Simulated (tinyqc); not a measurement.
What the corrections do to the levels: formation energy of a charged point defect from supercell energies. Computed by tinyqc, a small Python program. Command: `OMP_NUM_THREADS=1 python tinyqc.py 3020594 3020595 out.jsonl formation walk`. One thread of a shared host (Intel(R) Xeon(R) Processor @ 2.30GHz), about 0.01 s of CPU time with the checks.

The host is a compound AB. Making the defect adds n_A = 0, n_B = -1, n_X = 1 atoms to the cell. All total energies are inputs. E_F is counted from the valence-band maximum (VBM); x = 0 is A-rich and x = 1 B-rich growth.

Inputs (values chosen for the exercise, for a model compound AB):
```
quantity,value,unit
gap E_g,3.16,eV
E_VBM of the host cell,5.161,eV
potential alignment dV,-0.0054,eV
dielectric constant eps,7.43,-
cell length L,12.6,angstrom
mu_B of the pure element,-7.43,eV
formation enthalpy dH of AB,-1.06,eV
growth condition x,0.57,-
mu_X of the pure element,-1.885,eV
formation enthalpy of AX,-0.34,eV
```

Defect: impurity X on a B site. Supercell lattice: bcc.

charge states q: [2, 1, 0]

E(defect, q) - E(host), in the order of q (eV): [-2.985, 3.986, 9.788]

Constants: e^2/(4 pi eps_0) = 14.39964548 eV angstrom.

Method:
- dmu_A = x dH and dmu_B = (1 - x) dH, so that dmu_A + dmu_B = dH; mu = mu(element) + dmu. The impurity is held at its solubility limit: dmu_X = min(0, dH(AX) - dmu_A).
- The reservoir term is sum n_i mu_i.
- Image-charge correction of a point charge in a neutralising background: E_corr = q^2 alpha e^2/(4 pi eps_0) / (2 eps L), alpha = 2.888462 for a bcc array with L the cube root of the volume.
- E_f(q, E_F) = [E(defect, q) - E(host)] - sum n_i mu_i + q (E_VBM + dV + E_F) + E_corr(q).
- Levels eps(q/q-1) with the terms q dV and E_corr left out or kept.

E_f(q, 0) (eV): (q=+2) 2.21396, (q=+1) 3.36294, (q=0) 3.78720

E_corr (eV): (q=+2) 0.888565, (q=+1) 0.222141, (q=0) 0.000000

Levels above the VBM (eV):
```
level,raw,with alignment,with image charge,with both
(+2/+1),1.8100,1.8154,1.1436,1.1490
(+1/0),0.6410,0.6464,0.4189,0.4243
```

Alignment moves every level by -dV = +0.005 eV. The image term moves eps(q/q-1) by (1 - 2q) E_corr(1): (+2/+1) by -0.666, (+1/0) by -0.222 eV, donor levels down and acceptor levels up. It adds 2 E_corr(1) = 0.444 eV to every U. Caution: the largest image-charge correction in these energies, q^2 alpha e^2/(8 pi eps_0 eps L) with alpha = 2.888462, exceeds a quarter of the gap; the point-charge term alone is then a rough estimate, usually too large for a charge that is spread out.

Extremes, crossings and ranges named in words are read from the listed rows.
